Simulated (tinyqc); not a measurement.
Atomic layer deposition: Langmuir saturation, growth per cycle and coating of deep features: one step, computed by the program tinyqc.

Precursor A sticks only on free sites, so a long enough pulse saturates; co-reactant B then frees the sites again.

Problem. Flux and saturation time. Wall flux F = p/sqrt(2 pi M k_B T); rate of filling k_a = beta F/q; desorption k_d = 1e13 exp(-E_d/(k_B T)) per second. 1/m^2 = 1e-18/nm^2. Temperatures in kelvin are T(C) + 273.15.

Inputs (values chosen for the exercise, modelled on zinc oxide from diethylzinc and water):
```
quantity                                 value    unit
precursor mass M                           124       u
site density q                             6.5  1/nm^2
sticking probability beta on free sites   0.07       -
precursor pressure p                        19      Pa
temperature T                              225       C
desorption energy E_d                     1.71      eV
```

Constants: u = 1.6605390666e-27 kg; k_B = 1.380649e-23 J/K; k_B = 8.617333262e-05 eV/K.

Give: flux F; k_a; k_d; time to 99 % without desorption, ln(100)/k_a.

Solution.

flux F = 2.014e+05 1/(nm^2 s)

k_a = 2169 1/s

k_d = 5.011e-05 1/s

time to 99 % without desorption, ln(100)/k_a = 0.002123 s
